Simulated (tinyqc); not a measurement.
Global model of a low-pressure process discharge: electron temperature, density, ion flux and ion energy: one step, computed by the program tinyqc.

Maxwellian electrons with temperature T_e in eV, one positive ion, no negative ions, uniform bulk density n; rate constants have the Arrhenius form.

Task: Energy per pair and density. E_c = E_iz + (X0 exp(-E_ex/T_e) E_ex + K_el (3 m_0/M) T_e)/K_iz; wall potential V_s = (T_e/2) ln(M/(2 pi m_0)); E_T = E_c + 2 T_e + T_e/2 + V_s; n = P/(e u_B A_eff E_T); ion current density J = e h_L n u_B; ionised share n/n_g.

Inputs (values chosen for the exercise, of the order of those of an inductive discharge in a simple atomic gas): ion mass M = 32 u; ionisation energy E_iz = 16.2 eV; excitation prefactor X0 = 1.8e-14 m^3/s; excitation energy E_ex = 9.38 eV; elastic rate constant K_el = 6.9e-14 m^3/s; gas temperature T_g = 500 K; radius R = 23 cm; height L = 7.5 cm; absorbed power P = 2500 W.

T_e = 1.897780 eV

K_iz = 1.510871e-17 m^3/s

Bohm velocity u_B = 2392.096 m/s

A_eff = 581.6107 cm^2

h_L = 0.1552024

gas density n_g = 7.387830e+20 1/m^3

Constants: m_0 = 9.1093837015e-31 kg; u = 1.6605390666e-27 kg; e = 1.602176634e-19 C.

Give: collisional loss per pair E_c; wall potential V_s; E_T; plasma density n; ion current density J; ionised share.

Result:

collisional loss per pair E_c = 96.39 eV

wall potential V_s = 8.669 V

E_T = 109.8 eV

plasma density n = 1.021e+12 1/cm^3

ion current density J = 6.076 mA/cm^2

ionised share = 0.001383

Collisions take 88 % of the power and the walls the rest. T_e came from the particle balance alone; the power sets only n. Caution: at so short an ion path the formulas for h_L and h_R give way to the ambipolar-diffusion limit.
